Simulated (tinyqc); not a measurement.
Valley-orbit splitting of a donor ground state, with strain: one step, computed by the program tinyqc. Command: `OMP_NUM_THREADS=1 python tinyqc.py 3008096 3008097 out.jsonl valleyorbit walk`. One thread of a shared host (Intel(R) Xeon(R) Processor @ 2.30GHz), about 0.01 s of CPU time with the checks.

The basis is the 1s envelope in each valley; energies are counted from the unstrained conduction-band edge. The strain is e_s (a a^T - 1/3) for the unit stress axis a, so valley j along n_j moves by Xi_u e_s w_j with w_j = (n_j.a)^2 - 1/3: +2/3 for [111], -2/9 for the others.

Problem. Populations and ionisation. H_jj = -(E_0 + Lambda) + Xi_u e_s w_j; H_jk = -Delta_1 between any two valleys. z = sum over levels of exp(-(E - E_ground)/k_B T), the ground-state share being 1/z; N_c = 2 (2 pi m_e k_B T/h^2)^(3/2) sum_j exp(-(shift_j - lowest shift)/k_B T); n1 = N_c/(2 z) exp(-binding/k_B T), binding = lowest shift - E_ground; without compensation n = 2 N_D/(1 + sqrt(1 + 4 N_D/n1)) (Boltzmann statistics; p and higher states left out).

Inputs (values chosen for the exercise, modelled on donors in germanium): single-valley binding energy E_0 = 9.78 meV; central-cell shift Lambda = 0.78 meV; coupling Delta_1 = 0.33 meV; shear deformation potential Xi_u = 16.8 eV; shear strain e_s = -0.0003; temperature T = 200 K; donor density N_D = 1.5e+14 cm^-3; density-of-states mass of one valley m_e = 0.217 m_0.

Valleys: four along <111>. Stress axis: [111].

Constants: k_B = 8.617333262e-05 eV/K; m_0 = 9.1093837015e-31 kg; k_B = 1.380649e-23 J/K; h = 6.62607015e-34 J s.

Give: partition sum z; share of neutral donors in the ground state; N_c; n1; free electrons n.

Solution.

partition sum z = 3.299

share of neutral donors in the ground state = 0.3031

N_c = 4.575e+18 cm^-3

n1 = 3.739e+17 cm^-3

free electrons n = 1.499e+14 cm^-3

Caution: k_B T exceeds a third of E_0, so the p and higher states, left out, hold part of the bound electrons.
